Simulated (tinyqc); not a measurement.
# Barrier height from two thicknesses

Inverse problem. Through a thick flat barrier T = c exp(-2 kappa t) with a prefactor c that does not depend on t, and kappa = sqrt(m1 phi1/C), C = hbar^2/(2 m0). Find kappa, the decades lost for each nanometre, c and phi1.

Inputs (values chosen for the exercise): tunnelling mass of layer 1 m1 = 0.39 m0.

Constants: q = 1.602176634e-19 C, hbar = 1.054571817e-34 J s, m0 = 9.1093837015e-31 kg, hbar^2/(2 m0) = 0.0380998212 eV nm^2. Results are converted to the units shown.

T at t = 1.4 and 2.7 nm: 2.1046645e-6  4.1925971e-12

Answer. The ratio of the two values removes c: kappa = ln(T_a/T_b)/(2 (t_b - t_a)).

kappa = 5.049 1/nm
decades a nanometre = 4.385
c = 2.900
phi1 = 2.490 eV

tinyqc, about 0.01 s, one thread, Intel Xeon 2.30GHz (shared host): `OMP_NUM_THREADS=1 python tinyqc.py 2540077 2540078 out.jsonl`
